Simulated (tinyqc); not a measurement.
# MOS structure on a p-type body with a doping step (retrograde), non-linear Poisson equation by Newton steps: two studies

One dimension, insulator interface at x = 0, acceptor density N1 for x < x1 and Na beyond, net doping C = -(acceptor density). psi is counted from the intrinsic level: n = ni exp((psi - Vb)/Vt), p = ni exp(-psi/Vt); deep in the body psi_b = -Vt ln(Na/ni). The gate acts through Cox = eps0 eox/tox and has the potential psi_G = Vg - (phiM - chi - Vt ln(Nc/ni)). Boltzmann statistics, full ionisation, classical densities, no oxide or interface charge. Acceptors in real wide-gap material are deep and only partly ionised in the neutral body.

Inputs (values chosen for the exercise); band and dielectric values close to those of 4H silicon carbide:
```
symbol    value   unit                                                                 meaning
T           250      K                                                             temperature
Eg         3.24     eV                                                                band gap
eps_r      9.72                                                          relative permittivity
Nc      1.32e19  cm^-3                                  conduction-band density of states at T
Nv      1.94e19  cm^-3                                     valence-band density of states at T
chi        3.56     eV                                                       electron affinity
Na       2.7e16  cm^-3                                       acceptor density deep in the body
eox        8.97         relative permittivity of the gate insulator (close to aluminium oxide)
tox         4.8     nm                                                     insulator thickness
phiM          4     eV                                                      gate work function
Vb            0      V                         electron quasi-Fermi potential against the body
x1          200     nm                                                depth of the doping step
N1       1.4e15  cm^-3                                         acceptor density above the step
```

Constants: q = 1.602176634e-19 C, kB = 1.380649e-23 J/K, Vt = kB T/q, eps0 = 8.8541878128e-14 F/cm where lengths are in cm. Results are converted to the units shown.

Each table varies one quantity; the others keep the values above.

## Charge and capacitance against gate voltage

ni = sqrt(Nc Nv) exp(-Eg/(2 Vt)), Eg in volts. The Poisson equation d/dx(eps0 eps_r dpsi/dx) = -q (p - n + C), with eps0 eps_r dpsi/dx = -Cox (psi_G - psi_0) at x = 0, is solved on a mesh of about 600 nodes or more. N_inv is the integral of n less its value deep in the body. C_LF = Cox (1 - dpsi_0/dVg) with all carriers following; C_HF is the same with the electron quasi-Fermi level shifting uniformly so that N_inv stays fixed. The centroid is that of the same excess.

Result of one run:
```
Vg (V)  psi_0 - psi_b (V)  N_inv (cm^-2)  C_LF/Cox  C_HF/Cox  centroid (nm)
1.07                 3.15        5.40e12     0.930    0.0130          0.752
```

What becomes of these results when the gate voltage against the body Vg is changed from 1.07 to 0.64 V, all else the same?

Result of the changed run:
```
Vg (V)  psi_0 - psi_b (V)  N_inv (cm^-2)  C_LF/Cox  C_HF/Cox  centroid (nm)
0.64                 3.10        1.45e12     0.807    0.0129           1.32
```

The whole series:
```
Vg (V)  psi_0 - psi_b (V)  N_inv (cm^-2)  C_LF/Cox  C_HF/Cox  centroid (nm)
0.21                 2.82         6.12e6    0.0133    0.0133           2.18
0.35                 2.95         3.54e9    0.0281    0.0131           2.10
0.49                 3.06        3.50e11     0.561    0.0129           1.79
0.64                 3.10        1.45e12     0.807    0.0129           1.32
0.78                 3.12        2.68e12     0.876    0.0130           1.05
0.93                 3.14        4.06e12     0.911    0.0130          0.868
1.07                 3.15        5.40e12     0.930    0.0130          0.752
```

N_inv goes from 6.12e6 to 5.40e12 cm^-2 and passes 2e11 cm^-2 at Vg = 0.461 V. Below threshold it takes 50.7 mV a decade between Vg = 0.21 and 0.35 V, against Vt ln 10 = 49.6 mV. C_LF/Cox is lowest, 0.0133, at Vg = 0.21 V among the rows listed and ends at 0.930, while C_HF/Cox ends at 0.0130. Between the last two rows q dN_inv/dVg is 0.921 Cox. Where the classical centroid is under about 2 nm, confinement would move the charge away from the interface and raise the threshold. Above about 2e12 cm^-2 degeneracy matters too.

## Effect of the depth of the doping step on threshold, swing and body effect

VT is the Vg at which N_inv = 2e11 cm^-2. m = 1/(dpsi_0/dVg) at N_inv = 1e8 cm^-2; the swing is the Vg between N_inv = 1e8 and 1e9 cm^-2; body coefficient [VT(Vb + 0.05 V) - VT(Vb)]/0.05 V - 1.

Results:
```
x1 (nm)  VT (V)  psi_0 - psi_b at VT (V)    m - 1  swing (mV/decade)  body coefficient
50        0.493                     3.05   0.0157               50.7            0.0184
73        0.487                     3.05   0.0155               50.7            0.0184
110       0.478                     3.05   0.0151               50.7            0.0183
230       0.456                     3.04   0.0133               50.6            0.0171
340       0.443                     3.04   0.0115               50.6            0.0155
500       0.430                     3.04  0.00923               50.5            0.0133
```

Estimate the missing row, x1 = 160 nm.

Computed row:
```
x1 (nm)  VT (V)  psi_0 - psi_b at VT (V)   m - 1  swing (mV/decade)  body coefficient
160       0.468                     3.05  0.0144               50.7            0.0180
```

With this row back in the table: As x1 goes from 50 to 500, VT falls from 0.493 to 0.430 V, the swing stays near 50.6 mV/decade and the body coefficient goes from 0.01843 through a maximum of 0.01845 (at x1 = 73 among the rows listed) to 0.01326. The swing stays within 0.80 % of m Vt ln 10, and the body coefficient within 0.0041 of m - 1.

tinyqc, about 0.6 s, one thread, Intel Xeon 2.30GHz (shared host): `OMP_NUM_THREADS=1 python tinyqc.py 2080036 2080037 out.jsonl`
